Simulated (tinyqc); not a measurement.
Chemical trend: level against potential: deep trap from a strong local potential in a two-band host (Koster-Slater model with semi-elliptic bands). Computed by tinyqc, a small Python program. Command: `OMP_NUM_THREADS=1 python tinyqc.py 3001711 3001712 out.jsonl deeptrap walk`. One thread of a shared host (Intel(R) Xeon(R) Processor @ 2.30GHz), about 0.03 s of CPU time with the checks.

The valence band spans -2 W_v to 0 and the conduction band E_g to E_g + 2 W_c. The orbital at the impurity site has weight f_v in the valence band and 1 - f_v in the conduction band, each spread as a semi-ellipse (2/(pi W^2)) sqrt(W^2 - x^2) about the band centre. The impurity adds U to this orbital. Spin is left out.

Inputs (values chosen for the exercise, with a gap close to that of GaN):

| quantity | value | unit |
|---|---|---|
| gap E_g | 3.43 | eV |
| half-width of the valence band W_v | 2.4 | eV |
| half-width of the conduction band W_c | 4.1 | eV |
| valence weight f_v of the site orbital | 0.39 | - |

Impurity: repulsive, acceptor-like.

Method:
- In the gap G(E) = f_v (2/W_v^2)[x - sqrt(x^2 - W_v^2)] - (1 - f_v)(2/W_c^2)[y - sqrt(y^2 - W_c^2)], x = E + W_v, y = E_g + W_c - E.
- G falls across the gap from G(0) to G(E_g). A repulsive U binds if U > 1/G(0), an attractive one if U < 1/G(E_g); the vacancy level (U infinite) solves G(E) = 0 (bisection).
- The trap level solves G(E) = 1/U (bisection). With D = -dG/dE = D_v + D_c, D_v = f_v (2/W_v^2)[x/sqrt(x^2 - W_v^2) - 1] and D_c = (1 - f_v)(2/W_c^2)[y/sqrt(y^2 - W_c^2) - 1], the weight on the impurity orbital is 1/(U^2 D) and the conduction-band character is D_c/D.
- U is 1.05, 1.2, 1.5, 2, 3, 5, 10 and 30 times the threshold, rounded to three digits; the largest values are formal and only show the vacancy limit.

repulsive threshold = 4.22141 eV

vacancy level = 1.42284 eV

Trend:

| U (eV) | E_t (eV) | weight on the impurity | conduction character | E_t - vacancy level (eV) |
|---|---|---|---|---|
| 4.43 | 0.0015 | 0.013534 | 0.00371 | -1.4214 |
| 5.07 | 0.0200 | 0.041688 | 0.01505 | -1.4028 |
| 6.33 | 0.0900 | 0.064430 | 0.03717 | -1.3329 |
| 8.44 | 0.2326 | 0.067099 | 0.07244 | -1.1902 |
| 12.70 | 0.4820 | 0.049277 | 0.13234 | -0.9408 |
| 21.10 | 0.7799 | 0.025017 | 0.20921 | -0.6429 |
| 42.20 | 1.0740 | 0.007665 | 0.29181 | -0.3489 |
| 127.00 | 1.3018 | 0.000935 | 0.35962 | -0.1211 |

What does the comparison show, and why?

dE_t/dU equals the weight on the impurity, which peaks at 0.067 (U = 8.44 eV) and falls to 9.4e-4 in the last row, so beyond the peak each further eV of potential moves the level less. The level nears the vacancy level, 1.423 eV, as 1/U: it is 0.349 eV away at 10 times the threshold and 0.121 eV at 30 times, and the state is then host-like.

Extremes, crossings and ranges named in words are read from the listed rows.
